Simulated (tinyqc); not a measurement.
Worked calculation: plane-wave Kohn-Sham cycle with exchange-only LDA in a layered model solid. One step of it, computed by the program tinyqc.

Task: Iteration 2: potential. V_H(G) = 4 pi rho(G)/G^2 for G != 0 (uniform background); v_x = -(3 rho/pi)^(1/3); V = V_ext + V_H + v_x; Fourier components f(G_m) = (1/N) sum_j f(x_j) exp(-i G_m x_j).

A solid whose potential varies along x alone (atomic units):
```
parameter                      value
period a                   12.300000
cross-section of the cell  18.000000
electrons per cell                 4
grid points                       16
plane waves -n..n, n               3
k points                           4
V1 in V1 cos(2 pi x/a)     -0.520000
V2 in V2 cos(4 pi x/a)      0.160000
```

density after iteration 1 (e/bohr^3): 0.02791988  0.03318483  0.03907826  0.03269132  0.01785023  0.00617545  0.00134222  0.00021579  0.00007348  0.00021579  0.00134222  0.00617545  0.01785023  0.03269132  0.03907826  0.03318483

Give: Potentials on the grid; V(G_m), m = 0, 1, 2, ....

Result:

Potentials on the grid (hartree):
```
x        V_ext     V_H     v_x       V
0.000   -0.360   0.915  -0.299   0.256
0.769   -0.367   0.874  -0.316   0.191
1.538   -0.368   0.721  -0.334   0.020
2.306   -0.312   0.421  -0.315  -0.206
3.075   -0.160   0.017  -0.257  -0.401
3.844    0.086  -0.388  -0.181  -0.483
4.612    0.368  -0.709  -0.109  -0.449
5.381    0.594  -0.907  -0.059  -0.373
6.150    0.680  -0.974  -0.041  -0.335
6.919    0.594  -0.907  -0.059  -0.373
7.688    0.368  -0.709  -0.109  -0.449
8.456    0.086  -0.388  -0.181  -0.483
9.225   -0.160   0.017  -0.257  -0.401
9.994   -0.312   0.421  -0.315  -0.206
10.762  -0.368   0.721  -0.334   0.020
11.531  -0.367   0.874  -0.316   0.191
```

V(G_m), m = 0, 1, 2, ... (hartree): -0.218  0.157  0.090  -0.009  -0.001  0.000  0.000
